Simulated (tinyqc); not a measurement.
Inside a calculation. Model: AlGaN/GaN HEMT with access regions, lumped model.

Program tinyqc, `OMP_NUM_THREADS=1 python tinyqc.py 2570073 2570074 out.jsonl`; Intel Xeon 2.30GHz, shared host, one thread, about 0.02 s. Printed values are rounded.

A polarisation-induced electron sheet under a Schottky gate, in series with two ungated access regions and contacts. Drift law v = mu E/(1 + mu E/vs) under the gate. Currents in mA/mm, resistances in ohm mm. No self-heating, no channel-length modulation; fits for polarisation, barrier and offset are chosen for the exercise.

Values chosen for this exercise; values close to those of AlGaN/GaN structures: aluminium share of the barrier x = 0.22; barrier thickness d = 25 nm; relative permittivity of barrier and channel eps_r = 9.5; channel mobility mu = 1900 cm^2/(V s); saturation velocity vs = 1.2e7 cm/s; gate length Lg = 0.5 um; source access length Ls = 0.5 um; drain access length Ld = 12 um; resistance of each contact Rc = 0.3 ohm mm; share of the drain-access electrons removed by traps ft = 0.3; gate voltage Vg = -0.5 V; drain voltage Vd = 6 V; critical field Ec = 2.7 MV/cm; depth over which the depleted charge spreads te = 0.2 um; insulator under the field plate tf = 200 nm; relative permittivity of that insulator ei = 7.

Constants: q = 1.602176634e-19 C, eps0 = 8.8541878128e-14 F/cm where lengths are in cm. Results are converted to the units shown.

## Polarisation charge, threshold and sheet resistance

sigma = (5e13 x + 1.6e13 x^2) cm^-2, phiB = 0.84 + 1.3 x, dEc = 0.7 (1.71 x + x^2) in volts, Cb = eps0 eps_r/d, VT = phiB - dEc - q sigma/Cb, access density n0 = -Cb VT/q. Rsh = 1/(q mu n0); largest access current q n0 vs.

sigma = 1.177440e13 cm^-2
Cb = 0.3364591 uF/cm^2
VT = -4.778043 V
n0 = 1.003395e13 cm^-2
Rsh = 327.3889 ohm
q n0 vs = 1929.140 mA/mm

## Iteration 1: drain current

I at the start = 600 mA/mm

Access resistance R(L, n) = L/(q mu n sqrt(1 - (I/(q n vs))^2)); Rs = Rc + R(Ls, n0), Rd = Rc + R(Ld, (1 - ft) n0). Vg' = Vg - I Rs, Vd' = Vd - I (Rs + Rd); with u = Vg' - VT, Vc = vs Lg/mu and w the smaller of Vd' and Vc [sqrt(1 + 2 u/Vc) - 1] (0 if negative), the channel gives (mu Cb/Lg)(u w - w^2/2)/(1 + w/Vc). I(new) = I + 0.1 (channel current - I).

Rs = 0.4722368 ohm mm
Rd = 6.564719 ohm mm
Vg' = -0.7833421 V
Vd' = 1.777827 V
channel current = 1086.501 mA/mm
I after iteration 1 = 648.6501 mA/mm

## Iteration 2: drain current

As before.

Rs = 0.4738145 ohm mm
Rd = 6.698923 ohm mm
Vg' = -0.8073398 V
Vd' = 1.347403 V
channel current = 1078.704 mA/mm
I after iteration 2 = 691.6555 mA/mm

## Course of the iteration: drain current

Stop when I changes by less than 1e-6 mA/mm, or after 60 iterations. I must stay below q (1 - ft) n0 vs.

Course of the iteration:

| iteration | I (mA/mm) | \|change\| (mA/mm) |
|---|---|---|
| 1 | 648.6501 | 48.7 |
| 2 | 691.6555 | 43.0 |
| 3 | 727.6928 | 36.0 |
| 4 | 750.3981 | 22.7 |
| 5 | 754.9139 | 4.52 |
| 6 | 753.8569 | 1.06 |
| 7 | 754.1897 | 0.333 |
| 8 | 754.0909 | 0.0988 |
| 9 | 754.1208 | 0.0299 |
| 10 | 754.1118 | 8.99e-3 |
| 11 | 754.1145 | 2.71e-3 |
| 12 | 754.1137 | 8.16e-4 |
| 13 | 754.1140 | 2.46e-4 |
| 14 | 754.1139 | 7.41e-5 |
| 15 | 754.1139 | 2.23e-5 |
| 16 | 754.1139 | 6.72e-6 |
| 17 | 754.1139 | 2.02e-6 |
| 18 | 754.1139 | 6.10e-7 |

Converged in 18 iterations. At the end each change is about 0.30 times the one before, with alternating sign: linear convergence. Of Vd, 5.19 % reaches the channel; the access current is 56 % of its limit.

## On-resistance and breakdown

sigma = (5e13 x + 1.6e13 x^2) cm^-2, phiB = 0.84 + 1.3 x, dEc = 0.7 (1.71 x + x^2) in volts, Cb = eps0 eps_r/d, VT = phiB - dEc - q sigma/Cb, access density n0 = -Cb VT/q. Ron = 2 Rc + Ls/(q mu n0) + Ld/(q mu (1 - ft) n0) + Lg/(mu Cb (Vg - VT)). Off state: a depleted stretch that holds the voltage V has the peak field sqrt(k V), k = 2 q n0/(eps0 eps_r te), so one edge holds V1 = Ec^2/k. The sheet under the plate pinches off at Vf = q n0 (1/Cb + tf/(eps0 ei)); beyond it the gate edge is screened. BV = V1 if Vf >= V1, else Vf + V1, and at most Ec Ld. Specific resistance Ron (Ls + Lg + Ld); figure of merit BV^2 over it.

Ron = 6.558903 ohm mm
Vf = 56.65394 V
V1 = 38.14323 V
BV = 38.14323 V
specific resistance = 0.8526574 mohm cm^2
figure of merit = 1.706320 MW/cm^2

The plate pinches off too late to screen the gate edge, so it adds nothing.
